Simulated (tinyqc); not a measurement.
## Electron density from the centroid

Inverse problem. In the Fang-Howard model the centroid is 3/b with b^3 = 6 (mz1/C) q (Nd + 11 Ns/32)/(eps0 eps_r), C = hbar^2/(2 m0), the field in eV/nm. Find b and Ns.

Inputs (values chosen for the exercise); masses and permittivity close to those of silicon (100): relative permittivity eps_r = 11.9; mass along z of valley set A (2 valley(s)) mz1 = 0.903 m0; sheet density of depletion charge Nd = 2e12 cm^-2.

Constants: q = 1.602176634e-19 C, hbar = 1.054571817e-34 J s, m0 = 9.1093837015e-31 kg, eps0 = 8.8541878128e-14 F/cm where lengths are in cm, hbar^2/(2 m0) = 0.0380998212 eV nm^2. Results are converted to the units shown.

centroid = 1.7802282 nm

Answer. b = 3/centroid gives Nd + 11 Ns/32, from which the depletion charge is taken off.

b = 1.69 1/nm
Ns = 6.20e11 cm^-2

Program tinyqc, `OMP_NUM_THREADS=1 python tinyqc.py 2160028 2160029 out.jsonl`; Intel Xeon 2.30GHz, shared host, one thread, about 0.8 s.
